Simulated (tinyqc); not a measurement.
AlGaN/GaN HEMT with access regions, lumped model: course of the iteration: drain current.

A polarisation-induced electron sheet under a Schottky gate, in series with two ungated access regions and contacts. Drift law v = mu E/(1 + mu E/vs) under the gate. Currents in mA/mm, resistances in ohm mm. No self-heating, no channel-length modulation; fits for polarisation, barrier and offset are chosen for the exercise.

Access resistance R(L, n) = L/(q mu n sqrt(1 - (I/(q n vs))^2)); Rs = Rc + R(Ls, n0), Rd = Rc + R(Ld, (1 - ft) n0). Vg' = Vg - I Rs, Vd' = Vd - I (Rs + Rd); with u = Vg' - VT, Vc = vs Lg/mu and w the smaller of Vd' and Vc [sqrt(1 + 2 u/Vc) - 1] (0 if negative), the channel gives (mu Cb/Lg)(u w - w^2/2)/(1 + w/Vc). I(new) is that channel current.

Stop when I changes by less than 1e-6 mA/mm, or after 60 iterations. I must stay below q (1 - ft) n0 vs.

Inputs (values chosen for the exercise); values close to those of AlGaN/GaN structures:
```
symbol  value        unit                                               meaning
mu       1200  cm^2/(V s)                                      channel mobility
vs      1.5e7        cm/s                                   saturation velocity
Lg          1          um                                           gate length
Ls        1.5          um                                  source access length
Ld          2          um                                   drain access length
Rc       0.35      ohm mm                            resistance of each contact
ft       0.14              share of the drain-access electrons removed by traps
Vg         -1           V                                          gate voltage
Vd         10           V                                         drain voltage
```

Constants: q = 1.602176634e-19 C. Results are converted to the units shown.

I at the start = 140 mA/mm
VT = -2.05605 V
Cb = 0.686200 uF/cm^2
n0 = 8.80588e12 cm^-2

Course of the iteration:
```
iteration	I (mA/mm)	|change| (mA/mm)
1	196.861	56.9
2	171.482	25.4
3	182.683	11.2
4	177.714	4.97
5	179.913	2.20
6	178.939	0.975
7	179.370	0.432
8	179.179	0.191
9	179.264	0.0847
...	...	...
15	179.238	6.40e-4
16	179.238	2.83e-4
17	179.238	1.25e-4
18	179.238	5.56e-5
19	179.238	2.46e-5
20	179.238	1.09e-5
21	179.238	4.83e-6
22	179.238	2.14e-6
23	179.238	9.48e-7
```

Did this iteration meet its convergence test, and what does its course show?

Yes. Converged in 23 iterations. At the end each change is about 0.44 times the one before, with alternating sign: linear convergence. Of Vd, 94.7 % reaches the channel; the access current is 9.8 % of its limit.

Numbers from tinyqc (`OMP_NUM_THREADS=1 python tinyqc.py 2570046 2570047 out.jsonl`; about 0.01 s on one thread of a shared Intel Xeon 2.30GHz).
